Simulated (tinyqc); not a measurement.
Worked calculation: plasmons of a degenerate electron gas in the random-phase approximation. Values are carried at full precision from step to step, so a last printed digit may differ when a step is redone from the rounded ones.

Zero temperature, parabolic band: kF = (3 pi^2 n)^(1/3), EF = c kF^2/m, Ep^2 = 8 pi c e2 n/(m eb), qTF^2 = 6 pi e2 n/(eb EF), c = hbar^2/2m0, e2 = e^2/(4 pi eps0), n in 1/angstrom^3 (1e-24 per 1/cm^3).

Constants: hbar^2/2m0 = 3.80998211 eV angstrom^2; e^2/(4 pi eps0) = 14.39964547 eV angstrom; a0 (Bohr radius) = 0.5291772105 angstrom.

Parameters, chosen for this exercise (a free-electron density near that of K; not measured data): n = 1.37e+22 1/cm^3 (electron density); m = 1 m0 (mass); eb = 1 (background dielectric constant); q = 0.399 1/angstrom (wave vector); E = 2.1 eV (energy transfer); qp = 0.61 1/angstrom (wave vector of the plasmon).

## Scales of the gas

Also rs = (3/(4 pi n))^(1/3) m/(a0 eb).

kF = 0.74025 1/angstrom
EF = 2.0878 eV
Ep = 4.3463 eV
qTF = 1.3346 1/angstrom
hbar vF = 5.6407 eV angstrom
rs = 4.899

Ep/EF = 2.082. With rs above 1 exchange and correlation, left out here, lower the dispersion noticeably.

## The dielectric function at one point

Lindhard function: eps(q, E)/eb = 1 + (qTF/q)^2 (f1 + i f2) with z = q/(2 kF), u = E/(hbar vF q), hbar vF = 2 c kF/m; f1 = 1/2 + [h(z - u) + h(z + u)]/(8 z), h(x) = (1 - x^2) ln|(x + 1)/(x - 1)|; f2 = pi u/2 for z + u < 1, (pi/(8 z))(1 - (z - u)^2) for |z - u| < 1 < z + u, else 0. Pairs exist for c (q^2 - 2 q kF)/m < E < c (q^2 + 2 q kF)/m.

Give also the loss function Im(-eb/eps).

z, u: [0.2695, 0.9331]

f1, f2: [-0.4087, 0.8155]

eps/eb = -3.573+9.124i
loss function = 0.095

The point lies inside the pair continuum, so eps has an imaginary part.

## The plasmon at one wave vector

Solve f1 (qTF/q)^2 = -1 above the continuum, and compare with E^2 = Ep^2 + (3/5)(hbar vF q)^2 + (c q^2/m)^2.

top of the continuum = 4.859 eV
plasmon energy = 5.455 eV
short formula = 5.292 eV

The plasmon lies 0.5969 eV above the continuum and 25.5 % above Ep; the short formula errs by -3.00 %.

## Where Landau damping starts

Find qc at which the plasmon meets the top of the continuum, eps(qc, c (qc^2 + 2 qc kF)/m) = 0, and compare with Ep/(hbar vF).

qc = 0.7546 1/angstrom
qc/kF = 1.019
energy there = 6.425 eV
Ep/(hbar vF) = 0.7705 1/angstrom

The simple estimate is 1.021 times qc.

## Checks

- F-sum of the loss function at q = 1.3 qc over (pi/2) Ep^2 against 1: both 1.00.
- f1 at E = 0 and z = 0.6 against the static Lindhard function: both 0.86968.

Run: tinyqc, `OMP_NUM_THREADS=1 python tinyqc.py 1651537 1651538 out.jsonl`; Intel(R) Xeon(R) Processor @ 2.30GHz, one thread, shared host; about 0.01 s of CPU time with all checks.
